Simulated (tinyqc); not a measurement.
# Two-diode model of a solar cell, step by step

tinyqc, about 0.01 s, one thread, Intel Xeon 2.30GHz (shared host): `OMP_NUM_THREADS=1 python tinyqc.py 2280009 2280010 out.jsonl` Printed values are rounded.

J is the current delivered and Vj = V + J Rs the junction voltage. J = X JL - J01 (exp(Vj/(n1 Vt)) - 1) - J02 (exp(Vj/(2 Vt)) - 1) - Vj/Rp. The photocurrent does not depend on voltage.

Parameters, values chosen for the exercise; values of the order met in cells of silicon: temperature T = 348 K; photocurrent at one sun JL = 39.5 mA/cm^2; concentration X = 0.3 suns; saturation current of the first diode J01 = 1.2e-10 A/cm^2; ideality factor of the first diode n1 = 1; series resistance Rs = 0.34 ohm cm^2; shunt resistance Rp = 400 ohm cm^2; incident power at one sun Pin = 100 mW/cm^2; saturation current of the second diode (ideality 2) J02 = 5.4e-7 A/cm^2.

Constants: q = 1.602176634e-19 C, kB = 1.380649e-23 J/K, Vt = kB T/q. Results are converted to the units shown.

## Starting value

Vj = n1 Vt ln(X JL/J01), the open-circuit voltage of the J01 term alone.

Vj at the start = 0.5520280 V

## Iteration 1: new Vj

Open circuit: J(Vj) = 0. G = -dJ/dVj = J01 exp(Vj/(n1 Vt))/(n1 Vt) + J02 exp(Vj/(2 Vt))/(2 Vt) + 1/Rp. Vj(new) = Vj + J/G.

J = -6.745674 mA/cm^2
G = 0.4871244 S/cm^2
Vj after iteration 1 = 0.5381801 V

## Iteration 2: new Vj

As before.

J = -1.222125 mA/cm^2
G = 0.3225352 S/cm^2
Vj after iteration 2 = 0.5343910 V

## Iteration 3: new Vj

As before.

J = -0.06550072 mA/cm^2
G = 0.2886302 S/cm^2
Vj after iteration 3 = 0.5341640 V

## Course of the iteration

Stop when the step is below 1e-10 V, or after 80 iterations.

Course of the iteration:
```
iteration  Vj before the step (V)   step (V)
1                       0.5520280    -0.0138
2                       0.5381801   -3.79e-3
3                       0.5343910   -2.27e-4
4                       0.5341640   -7.55e-7
5                       0.5341633  -8.33e-12
```

Converged in 5 iterations.

## Figures of merit

Jsc at V = 0, Voc at J = 0, the maximum power point where J (1 + 2 Rs G) = G Vj with G = -dJ/dVj; FF = Vmp Jmp/(Voc Jsc); efficiency Vmp Jmp/(X Pin). Empirical fill factor without parasitics FF0 = (v - ln(v + 0.72))/(v + 1), v = Voc/(n1 Vt).

Jsc = 11.83990 mA/cm^2
Voc = 0.5341633 V
Vmp = 0.4309787 V
Jmp = 9.777285 mA/cm^2
FF = 0.6662728
efficiency = 14.04601 %
FF0 = 0.7916521

FF is 16 % below FF0. Removing one loss at a time changes the efficiency by: shunt +1.58, second diode +1.40, series resistance +0.11 points.
